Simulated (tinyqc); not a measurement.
# Minority carriers and saturation current of a heavily doped emitter: effects of single changes

n-type, parabolic bands, full ionisation. eta = (EF - Ec)/kB T solves N = Nc F12(eta), F12(x) = (2/sqrt(pi)) int_0^infinity sqrt(u)/(1 + exp(u - x)) du. The gap shrinks rigidly by dEg = a3 y^(1/3) + a4 y^(1/4) + a2 y^(1/2), y = N/1e18 cm^-3, an empirical law that is here taken as the true narrowing.

Parameters, values chosen for the exercise; band and dielectric values close to those of silicon:
- T = 350 K (temperature)
- Eg = 1.13 eV (band gap)
- Nc = 3.49e19 cm^-3 (conduction-band density of states at 350 K)
- Nv = 3.34e19 cm^-3 (valence-band density of states at 350 K)
- N = 1.2e19 cm^-3 (ionised donor density)
- a3 = 9.2 meV (coefficient of (N/1e18)^(1/3))
- a4 = 8 meV (coefficient of (N/1e18)^(1/4))
- a2 = 1.7 meV (coefficient of (N/1e18)^(1/2))
- mup = 190 cm^2/(V s) (minority-hole mobility)
- Cn = 3.4e-31 cm^6/s (Auger coefficient)
- ts = 0.065 us (defect lifetime)
- W = 520 nm (emitter width)
- S = 2200 cm/s (recombination velocity at the contact)

Constants: q = 1.602176634e-19 C, kB = 1.380649e-23 J/K, Vt = kB T/q. Results are converted to the units shown.

Each table varies one quantity; the others keep the values above.

## Effect of the doping

ni = sqrt(Nc Nv) exp(-Eg/(2 Vt)), Eg in volts; degeneracy factor g = F12(eta) exp(-eta); nie^2 = ni^2 exp(dEg/kB T) g, p0 = nie^2/N; apparent narrowing dEg + kB T ln g. 1/tau = Cn N^2 + 1/ts, D = mup Vt, L = sqrt(D tau); J0 = (q p0 D/L)(s + tanh(W/L))/(1 + s tanh(W/L)), s = S L/D; the share recombining inside is 1 - 1/[cosh(W/L)(1 + tanh(W/L)/s)]. The mobility is held fixed.

Effect of the doping:
```
N (cm^-3)	apparent narrowing (meV)	p0 (cm^-3)	L (nm)	J0 (fA/cm^2)	share inside (%)
8e17	17.38	1.388e5	6060	6.563e4	27.16
1.9e18	22.55	6.938e4	5873	3.337e4	28.42
4.7e18	29.44	3.525e4	5003	1.875e4	35.38
1.1e19	37.32	1.956e4	3184	1.571e4	57.54
2.8e19	46.87	1.055e4	1426	2.693e4	87.31
6.8e19	54.30	5555	600.8	6.033e4	97.72
1.6e20	53.77	2320	256.4	8.031e4	99.74
4e20	30.00	421.9	102.6	3.774e4	100.0
```

What does the table show?

The apparent narrowing goes from 17.4 through a maximum of 54.3 (at N = 6.8e19 cm^-3 among the rows listed) to 30.0 meV. p0 goes as N^(-0.80) between the first two rows and N^(-1.86) between the last two (-1 without narrowing or degeneracy), and J0 moves up and down between 15700 and 80300 fA/cm^2.

## Effect of the contact

Same model as above.

Results:
```
S (cm/s)	J0 (fA/cm^2)	share inside (%)
80	1.002e4	97.68
340	1.077e4	90.83
1500	1.404e4	69.30
6200	2.664e4	35.80
26000	7.025e4	12.63
1.1e5	1.685e5	4.379
2.1e6	3.130e5	1.654
8.8e6	3.251e5	1.536
```

Estimate the missing row, S = 4.8e5 cm/s.

Computed row:
```
S (cm/s)	J0 (fA/cm^2)	share inside (%)
4.8e5	2.690e5	2.174
```

With this row back in the table: J0 rises from 10000 to 3.25e5 fA/cm^2, between the limits q p0 (D/L) tanh(W/L) = 9790 and q p0 (D/L) coth(W/L) = 3.29e5; W/L = 0.17, so passivating the contact can gain at most a factor of 33.6.

## Approximations to the Fermi level

With u = N/Nc: Boltzmann ln u; Joyce-Dixon ln u + 0.353553 u - 4.95009e-3 u^2 + 1.48386e-4 u^3 - 4.42563e-6 u^4; degenerate limit (3 sqrt(pi) u/4)^(2/3). The Einstein ratio is D/(mu Vt) = F12/Fm, Fm(x) = dF12/dx = (1/sqrt(pi)) int_0^infinity u^(-1/2)/(1 + exp(u - x)) du.

Approximations to the Fermi level:
```
N (cm^-3)	N/Nc	eta	Boltzmann	Joyce-Dixon	degenerate	D/(mu Vt)
2.1e18	0.06017	-2.789	-2.811	-2.789	0.1856	1.021
4.6e18	0.1318	-1.980	-2.026	-1.980	0.3131	1.046
1e19	0.2865	-1.149	-1.250	-1.149	0.5255	1.101
2.2e19	0.6304	-0.2405	-0.4614	-0.2405	0.8888	1.219
4.8e19	1.375	0.7960	0.3187	0.7960	1.495	1.469
1e20	2.865	2.028	1.053	2.028	2.439	1.941
2.3e20	6.590	4.036	1.886	4.035	4.250	3.000
4.9e20	14.04	6.915	2.642	6.869	7.036	4.778
1.1e21	31.52	11.99	3.451	9.955	12.06	8.089
```

What does the table show?

Boltzmann is within 0.1 of eta up to N/Nc = 0.13, Joyce-Dixon within 0.01 up to 6.6, and the degenerate limit is off by 0.069 in the last row. The Einstein ratio rises from 1.02 to 8.09: degenerate carriers diffuse faster for the same mobility.

Range of the model: Band tails, non-parabolic bands and incomplete ionisation are left out.

Program tinyqc, `OMP_NUM_THREADS=1 python tinyqc.py 2330151 2330152 out.jsonl`; Intel Xeon 2.30GHz, shared host, one thread, about 0.01 s.
